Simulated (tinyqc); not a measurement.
## Surface Green function of a two-leg ladder, Sancho-Rubio decimation: densities of states against energy

A semi-infinite lead of cells 0, 1, 2, ... with H0 inside a cell and H1 = <cell i|H|cell i + 1>. One rung (site 1 on leg a, site 2 on leg b) is a cell; all hoppings enter with a minus sign. z = E + i eta.

Start with e_s = e = H0, a = H1, b = H1^dagger. Each round: g = (z - e)^(-1); e_s <- e_s + a g b; e <- e + a g b + b g a; a <- a g a; b <- b g b (all with the old a, b). Round k joins cells 2^k apart. Stop when the largest entry of the matrices a and b is below 1e-12 eV; g_s = (z - e_s)^(-1), bulk (z - e)^(-1), density of states -Im Tr/pi. Here eta = 0.002 eV. Open modes are the crossings of E with the bands of H0 + H1 exp(ik) + H1^dagger exp(-ik) for 0 < k < pi.

H0 (eV):
```
       1      2
1      0  -3.99
2  -3.99   1.62
```

H1 (eV):
```
      1      2
1  -2.7  -0.92
2     0  -2.15
```

Densities of states against energy:
```
E (eV)  open modes  rounds  surface (1/eV)  bulk (1/eV)
-10.05           0       6        3.987e-5     1.141e-4
-8.26            1      16         0.05720       0.1045
-6.47            1      17         0.09115      0.06541
-4.69            1      17          0.1056      0.05635
-2.9             1      17          0.1088      0.05461
-1.11            1      17          0.1020      0.05839
0.68             1      16         0.08246      0.07356
2.46             2      16          0.1451       0.3715
4.25             1      16          0.1605      0.08333
6.04             1      16          0.1587      0.08680
7.83             1      16          0.1099       0.1303
9.62             0       6        6.772e-5     1.542e-4
```

The bands of the infinite lead run over -9.13 to 2.58, 1.05 to 8.74 eV. The rounds lie between 6 and 17, 6.0 on average outside the bands and 16.4 inside. The surface density of states is largest at E = 4.25 eV among the rows (0.161 1/eV, bulk 0.0833).

Computed by the program tinyqc: `OMP_NUM_THREADS=1 python tinyqc.py 2680102 2680103 out.jsonl`, one thread of a shared Intel Xeon 2.30GHz, about 0.1 s for the whole run.
